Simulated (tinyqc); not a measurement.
Stillinger-Weber potential for a tetrahedral semiconductor. From one set of inputs to another, one input at a time. Computed by tinyqc, a small Python program. Command: `OMP_NUM_THREADS=1 python tinyqc.py 3020885 3020886 out.jsonl swsi ladder`. One thread of a shared host (Intel(R) Xeon(R) Processor @ 2.30GHz), about 0.09 s of CPU time with the checks.

With x = r/sigma: pair term eps A (B x^-4 - 1) exp(1/(x - a)); for each pair of neighbours j, k of atom i, three-body term eps lambda exp(gamma/(x_ij - a) + gamma/(x_ik - a)) (cos theta_jik + 1/3)^2; both vanish beyond x = a. A = 7.049556277, B = 0.6022245584, a = 1.8.

The inputs printed are set A. Set A is modelled on silicon; the values taken over come from a set modelled on germanium. Inputs not listed in the table keep their values of set A, so the rows need not describe a real material.

Inputs (values chosen for the exercise, modelled on silicon):

| quantity | value | unit |
|---|---|---|
| energy scale eps | 2.132 | eV |
| length scale sigma | 2.082 | angstrom |
| three-body strength lambda | 18.5 | - |
| gamma | 1.3 | - |

Constants: 1 eV/angstrom^3 = 160.2176634 GPa.

Method. All angles are tetrahedral, so only the pair term acts; its minimum lies at x = 2^(1/6) with depth eps, and second neighbours lie beyond the cut-off. a0 = 4 d/sqrt3; E = -2 eps per atom. Second derivatives of the energy per atom, volume a0^3/8: e_xx gives C11, e_xx = -e_yy gives 2 (C11 - C12), e_xy = e_yx = h/2 gives the unrelaxed C44(0). Under that shear the second sublattice shifts by u_z; minimising over u_z gives C44 = C44(0) - E_hu^2/(E_uu V) and Kleinman's zeta = |E_hu/E_uu|/(a0/4). The optical force constant is k = 4 E_uu, with M omega^2 = k at the zone centre.

Each row keeps all changes above it:

| input moved | from | to | C12 (GPa) | C44 (GPa) | optical force constant k (eV/angstrom^2) |
|---|---|---|---|---|---|
| set A | - | - | 85.193 | 40.542 | 33.287 |
| length scale sigma (angstrom) | 2.082 | 2.194 | 72.800 | 34.645 | 29.975 |
| three-body strength lambda | 18.5 | 27.5 | 65.972 | 47.409 | 32.561 |
| energy scale eps (eV) | 2.132 | 2.018 | 62.444 | 44.874 | 30.820 |

Where does the difference come from?

C12 goes from 85.2 to 62.4, a factor 0.733 in all. The largest single move comes from length scale sigma (a factor 0.855). C44 goes from 40.5 to 44.9, a factor 1.11 in all. The largest single move comes from three-body strength lambda (a factor 1.37), and length scale sigma works against it (a factor 0.855). Optical force constant k goes from 33.3 to 30.8, a factor 0.926 in all. The largest single move comes from length scale sigma (a factor 0.901), and three-body strength lambda works against it (a factor 1.09). The single moves hold for this order of the switches; the total does not depend on the order.

Caution (all rows): the original fit to silicon is too soft in shear (C44) and too stiff for the optical mode.

Extremes, crossings and ranges named in words are read from the listed rows.
